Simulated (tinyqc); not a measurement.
Band offsets of oxides on a semiconductor by the charge-neutrality-level model: oxides compared.

Each material has a charge-neutrality level at the depth Phi = chi + Eg - CNL below vacuum. For oxide B on semiconductor A, dEc = (chiA - PhiA) - (chiB - PhiB) + S (PhiA - PhiB), dEv = EgB - EgA - dEc, with the pinning factor S = 1/(1 + 0.1 (eps_inf - 1)^2) of the oxide. S = 1 is the affinity rule, S = 0 aligns the two levels.

The same for each oxide, with both limits.

Inputs (values chosen for the exercise); substrate values close to those of silicon: gap of the semiconductor EgA = 1.14 eV; its electron affinity chiA = 4.17 eV; its charge-neutrality level above the valence edge cA = 0.31 eV.

Oxides (values chosen for the exercise, close to those of the materials named):
```
                 Eg (eV)  chi (eV)  CNL above Ev (eV)  eps_inf
silicon dioxide     9.18      0.92               4.53     2.21
silicon nitride      5.2      2.14               2.65     4.08
aluminium oxide     8.55      0.99               5.46     3.37
hafnium oxide       6.05      2.37               3.72     3.89
zirconium oxide     5.73       2.5               3.53     4.69
titanium oxide      3.14      3.88               2.18     7.81
tantalum oxide      4.44      3.24               3.23     4.69
```

Offsets:
```
                       S  dEc (eV)  dEv (eV)  dEc, S = 1 (eV)  dEc, S = 0 (eV)
silicon dioxide  0.87229    3.3228    4.7172           3.2500           3.8200
silicon nitride  0.51318    1.8791    2.1809           2.0300           1.7200
aluminium oxide  0.64033    2.8491    4.5609           3.1800           2.2600
hafnium oxide    0.54490    1.6635    3.2465           1.8000           1.5000
zirconium oxide  0.42344    1.4970    3.0930           1.6700           1.3700
titanium oxide   0.17738   0.15838    1.8416          0.29000          0.13000
tantalum oxide   0.42344   0.61289    2.6871          0.93000          0.38000
```

Both offsets exceed 1 eV for: silicon dioxide, silicon nitride, aluminium oxide, hafnium oxide, zirconium oxide. dEc falls short for: titanium oxide, tantalum oxide. The choice of S matters most for aluminium oxide, where the limits differ by 0.920 eV.

Range of the model: The model ignores the chemistry of the actual interface, which can move offsets by several tenths of an eV.

tinyqc, about 0.01 s, one thread, Intel Xeon 2.30GHz (shared host): `OMP_NUM_THREADS=1 python tinyqc.py 2410154 2410155 out.jsonl`
